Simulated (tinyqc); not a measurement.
Ion-assisted plasma etching: sheath, surface coverage, synergy and aspect-ratio dependence: one step, computed by the program tinyqc. Command: `OMP_NUM_THREADS=1 python tinyqc.py 3012988 3012989 out.jsonl etch walk`. One thread of a shared host (Intel(R) Xeon(R) Processor @ 2.30GHz), about 0.08 s of CPU time with the checks.

Radicals adsorb on bare sites; ions remove covered sites with a high yield and bare sites by sputtering; a slow spontaneous reaction acts everywhere, walls included.

Question. Sheath and ion angles. Debye length lambda_D = sqrt(eps_0 T_e/(e n_s)) with n_s = 0.61 n_e, T_e in volts; Child-law sheath d = (sqrt2/3) lambda_D (2 V/T_e)^(3/4); ion energy E = V + T_e/2; angular spread = arctan(sqrt(T_i/E)).

Inputs (values chosen for the exercise, close to those used for silicon dioxide in a fluorocarbon plasma):
```
quantity                    value    unit
plasma density n_e        8.9e+10  1/cm^3
electron temperature T_e      3.7      eV
sheath voltage V               42       V
ion temperature T_i          0.29      eV
```

Feature: round hole.

Constants: eps_0 = 8.8541878128e-12 F/m; e = 1.602176634e-19 C.

Give: Debye length; sheath thickness; ion energy E; angular spread.

Answer.

Debye length = 61.37 um

sheath thickness = 300.9 um

ion energy E = 43.85 eV

angular spread = 4.649 degrees
